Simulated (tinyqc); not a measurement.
# p-n diode, drift-diffusion by the Gummel loop with Scharfetter-Gummel fluxes: what changes with what

Abrupt junction at x = 0, p side from -Lp, n side to Ln, ohmic contacts. psi is counted from the intrinsic level; n = ni exp((psi - phin)/Vt), p = ni exp((phip - psi)/Vt). Contacts: p side psi = V - Vt ln(Na/ni), p = Na, n = ni^2/Na; n side psi = Vt ln(Nd/ni), n = Nd, p = ni^2/Nd. Constant mobilities, D = mu Vt, Boltzmann statistics, SRH recombination through a mid-gap level, U = (n p - ni^2)/(tp (n + ni) + tn (p + ni)). Current is positive from the p contact to the n contact.

Inputs (values chosen for the exercise); band and dielectric values close to those of germanium: temperature T = 300 K; band gap Eg = 0.665 eV; relative permittivity eps_r = 15.9; conduction-band density of states at T Nc = 1.03e19 cm^-3; valence-band density of states at T Nv = 6.06e18 cm^-3; acceptor density of the p side Na = 7.4e17 cm^-3; donor density of the n side Nd = 5.5e17 cm^-3; electron mobility mun = 1100 cm^2/(V s); hole mobility mup = 700 cm^2/(V s); SRH lifetime of electrons tn = 2e-8 s; SRH lifetime of holes tp = 1e-7 s; length of the p side Lp = 2.5 um; length of the n side Ln = 4.8 um; uniform generation rate G = 0 cm^-3 s^-1.

Constants: q = 1.602176634e-19 C, kB = 1.380649e-23 J/K, Vt = kB T/q, eps0 = 8.8541878128e-14 F/cm where lengths are in cm. Results are converted to the units shown.

Each table varies one quantity; the others keep the values above.

## Current against voltage in the dark

ni = sqrt(Nc Nv) exp(-Eg/(2 Vt)), Eg in volts. Poisson and both continuity equations are solved self-consistently with Scharfetter-Gummel fluxes on a graded mesh of 500 nodes. J_scr is q times the integral of U between -xp and xn. Ideal diffusion current J_id = q ni^2 [Dn coth(wp/Le)/(Le Na) + Dp coth(wn/Lh)/(Lh Nd)] (exp(V/Vt) - 1), Le = sqrt(Dn tn), Lh = sqrt(Dp tp), wp = Lp - xp, wn = Ln - xn, with xp and xn from the depletion approximation (W = sqrt(2 eps0 eps_r (Vbi - V)(1/Na + 1/Nd)/q), xp = W Nd/(Na + Nd), xn = W Na/(Na + Nd), Vbi = Vt ln(Na Nd/ni^2)). Ideality factor = 0.004 V/(Vt ln[J(V + 0.004 V)/J(V)]). Here G = 0.

In this table G = 0 cm^-3 s^-1.

Results:
```
V (V)	J (A/cm^2)	ideality factor	J_scr/J (%)	J_id (A/cm^2)	share recombining at the contacts (%)	larger minority/doping at -xp and xn
0.12	0.00180	1.04	10.7	0.00161	84.4	2.29e-7
0.16	0.00808	1.02	5.86	0.00761	89.0	1.07e-6
0.19	0.0252	1.02	3.64	0.0243	91.1	3.40e-6
0.27	0.542	1.00	1.01	0.537	93.6	7.35e-5
0.31	2.53	1.00	0.542	2.52	94.0	3.41e-4
0.34	8.05	1.00	0.343	8.04	94.2	0.00107
0.38	37.6	1.01	0.187	37.8	94.4	0.00486
0.42	172	1.03	0.0985	177	94.6	0.0212
```

Estimate the missing row, V = 0.23 V.

Computed row:
```
V (V)	J (A/cm^2)	ideality factor	J_scr/J (%)	J_id (A/cm^2)	share recombining at the contacts (%)	larger minority/doping at -xp and xn
0.23	0.116	1.01	1.91	0.114	92.7	1.58e-5
```

With this row back in the table: J rises from 0.00180 to 172 A/cm^2; the ideality factor goes from 1.04 through a minimum of 1.00 (at V = 0.31 V among the rows listed) to 1.03. Recombination in the depleted layer stays under half of the current. Where the factor is lowest (V = 0.31 V), J is 0.44 % above the ideal diffusion current.

## Effect of the length of the n side at fixed bias

Same model as above.

In this table V = 0.35 V.

Results:
```
Ln (um)	J (A/cm^2)	ideality factor	J_scr/J (%)	J_id (A/cm^2)	share recombining at the contacts (%)	larger minority/doping at -xp and xn
4.8	11.8	1.00	0.295	11.8	94.3	0.00157
7.9	10.5	1.00	0.331	10.5	92.3	0.00157
21	9.50	1.01	0.366	9.54	86.7	0.00156
35	9.35	1.02	0.371	9.44	83.8	0.00155
58	9.26	1.02	0.373	9.43	82.3	0.00154
96	9.14	1.04	0.374	9.43	81.9	0.00152
```

Estimate the missing row, Ln = 13 um.

Computed row:
```
Ln (um)	J (A/cm^2)	ideality factor	J_scr/J (%)	J_id (A/cm^2)	share recombining at the contacts (%)	larger minority/doping at -xp and xn
13	9.83	1.01	0.354	9.85	89.7	0.00156
```

With this row back in the table: As Ln rises from 4.8 to 96, J falls from 11.8 to 9.14 A/cm^2, the share of the depleted layer rises from 0.295 to 0.374 % and the share lost at the contacts falls from 94.3 to 81.9 %. The exponent d ln J/d ln Ln is -0.23 between the first two rows and -0.03 between the last two. J less J_scr is 3.5 % below J_id in the last row.

Computed by the program tinyqc: `OMP_NUM_THREADS=1 python tinyqc.py 2240053 2240054 out.jsonl`, one thread of a shared Intel Xeon 2.30GHz, about 0.2 s for the whole run.
